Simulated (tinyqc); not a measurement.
Worked calculation: Boltzmann transport in a parabolic band with a power-law relaxation time. Values are carried at full precision from step to step, so a last printed digit may differ when a step is redone from the rounded ones.

F_j(eta) = (1/Gamma(j + 1)) integral_0^infinity x^j dx/(1 + exp(x - eta)), which tends to exp(eta) for eta << 0.

n = N F_1/2(eta) with N = 2 (m kB T/(4 pi c))^(3/2) with c = hbar^2/2m0, in 1/angstrom^3; times 1e24 for 1/cm^3, m = md.

Constants: hbar^2/2m0 = 3.80998211 eV angstrom^2; kB = 8.617333262e-05 eV/K.

Inputs chosen for the exercise (masses near those of Si; tau0 is set for a mobility of the usual size at this n, kL is a free input; freeze-out and phonon drag, which matter near 77 K, are left out; the results hold for these values, not for the real material): n = 8.5e+16 1/cm^3 (electron density); md = 1.071 m0 (density-of-states mass); T = 200 K; r = -0.5 (exponent of tau); tau0 = 200 fs (tau at E = kT); mc = 0.26 m0 (conductivity mass); kL = 2.6 W/(m K) (lattice thermal conductivity).

## Reduced Fermi level

Solve for eta.

N = 1.514e+19 1/cm^3
eta = -5.1804

## Integrals for r = -0.5 (acoustic phonons)

tau = tau0 x^r with x = E/kT. With K_j = Gamma(j + 1) F_j(eta): <tau> = tau0 (r + 3/2) K_(r+1/2)/((3/2) K_(1/2)); mu = <tau>/(mc m0/e), m0/e = 5.685630e-12 kg/C; Hall factor rH = (3/2) K_(1/2) (2r + 3/2) K_(2r+1/2)/((r + 3/2) K_(r+1/2))^2; Seebeck S = -(kB/e) [(r + 5/2) K_(r+3/2)/((r + 3/2) K_(r+1/2)) - eta]; Lorenz number L = (kB/e)^2 [(r + 7/2) K_(r+5/2)/((r + 3/2) K_(r+1/2)) - ((r + 5/2) K_(r+3/2)/((r + 3/2) K_(r+1/2)))^2]; kB/e in V/K. Valley anisotropy is left out of rH.

Evaluate F_j and K_j for j = 1/2, r + 1/2, r + 3/2, r + 5/2 and 2r + 1/2 (each value once).

F_j and K_j:
```
j           F_j        K_j
0.5   0.0056144  0.0049756
0.0   0.0056097  0.0056097
1.0   0.0056176  0.0056176
2.0   0.0056216   0.011243
-0.5  0.0056032  0.0099315
```

## Transport coefficients

Form the ratios; u is the mean energy carried, in kT.

<tau>/tau0 = 0.752
rH = 1.178
u = 2.003
S = -619.0 microvolt/K
L = 1.486 1e-8 W ohm/K^2

The non-degenerate limits are rH = 1.178, u = r + 5/2 = 2 and L = (r + 5/2)(kB/e)^2 = 1.485; the degenerate ones are rH = 1 and L = 2.443.

## Mobility, conductivity and figure of merit

mu = <tau>/(mc m0/e) with m0/e = 5.685630e-12 kg/C; sigma = e n mu, e = 1.602176634e-19 C; Hall mobility rH mu; power factor S^2 sigma; ZT = S^2 sigma T/(kL + L sigma T), all in SI units.

mu = 1.02e+03 cm^2/(V s)
Hall mobility = 1.20e+03 cm^2/(V s)
sigma = 13.8 S/cm
power factor = 0.531 mW/(m K^2)
electronic thermal conductivity = 0.00412 W/(m K)
ZT = 0.041

A Hall measurement read with rH = 1 would give a density of 7.22e+16 1/cm^3. Electrons carry 0.16 % of the heat. kL is far below that of crystalline Si, so ZT is too high for it.

## Checks

- Seebeck coefficient against direct integration over -df/dE (microvolt/K): both -619.0.

(tinyqc, `OMP_NUM_THREADS=1 python tinyqc.py 1652679 1652680 out.jsonl`, Intel(R) Xeon(R) Processor @ 2.30GHz, 1 thread, shared host, about 0.02 s.)
